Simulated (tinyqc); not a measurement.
Worked calculation: CIS on RHF in the sto-3g basis, frozen core, for BeH2, spin multiplicity 1. One step of it, computed by the program tinyqc.

Problem. CIS singlet states. Diagonalise A (1 hartree = 27.211386 eV); each vector has its largest component positive (the first on a tie). The transition dipole is mu = sqrt2 sum c_ia <i|r|a>.

CIS matrix A, singlet (hartree):
```
           2>4       2>5        2>6        2>7        3>4       3>5        3>6        3>7
2>4   0.376250  0.000000  -0.008050   0.000000   0.000000  0.000000   0.000000  -0.003911
2>5   0.000000  0.377166   0.000000   0.000000   0.000000  0.000000   0.000000   0.000000
2>6  -0.008050  0.000000   0.583512   0.000000   0.000000  0.000000   0.000000   0.015335
2>7   0.000000  0.000000   0.000000   0.866101   0.002419  0.000000  -0.015047   0.000000
3>4   0.000000  0.000000   0.000000   0.002419   0.282708  0.000000  -0.013521   0.000000
3>5   0.000000  0.000000   0.000000   0.000000   0.000000  0.282929   0.000000   0.000000
3>6   0.000000  0.000000   0.000000  -0.015047  -0.013521  0.000000   0.538129   0.000000
3>7  -0.003911  0.000000   0.015335   0.000000   0.000000  0.000000   0.000000   0.866306
```

dipole integrals <i|r|a> (bohr):
```
            x          y          z
2>4  0.000000   0.000000   0.962605
2>5  0.964293   0.000000   0.000000
2>6  0.000000   0.000000   0.057430
2>7  0.000000  -0.678839   0.000000
3>4  0.000000   0.116306   0.000000
3>5  0.000000   0.000000   0.000000
3>6  0.000000  -1.312241   0.000000
3>7  0.000000   0.000000  -0.115242
```

Give: singlet excitation energies; lowest vectors; oscillator strengths 2/3 w |mu|^2.

Solution.

singlet excitation energies (eV): 7.6733  7.6989  10.2292  10.2632  14.6436  15.8637  23.5870  23.5970

lowest vectors:
```
     state 1  state 2  state 3  state 4  state 5  state 6
2>4   0.0000   0.0000   0.9992   0.0000   0.0000  -0.0378
2>5   0.0000   0.0000   0.0000   1.0000   0.0000   0.0000
2>6   0.0000   0.0000   0.0382   0.0000   0.0000   0.9978
2>7  -0.0028   0.0000   0.0000   0.0000   0.0462   0.0000
3>4   0.9986   0.0000   0.0000   0.0000  -0.0524   0.0000
3>5   0.0000   1.0000   0.0000   0.0000   0.0000   0.0000
3>6   0.0526   0.0000   0.0000   0.0000   0.9976   0.0000
3>7   0.0000   0.0000   0.0068   0.0000   0.0000  -0.0545
```

oscillator strengths 2/3 w |mu|^2: 0.0009  0.0000  0.4651  0.4676  1.3008  0.0006
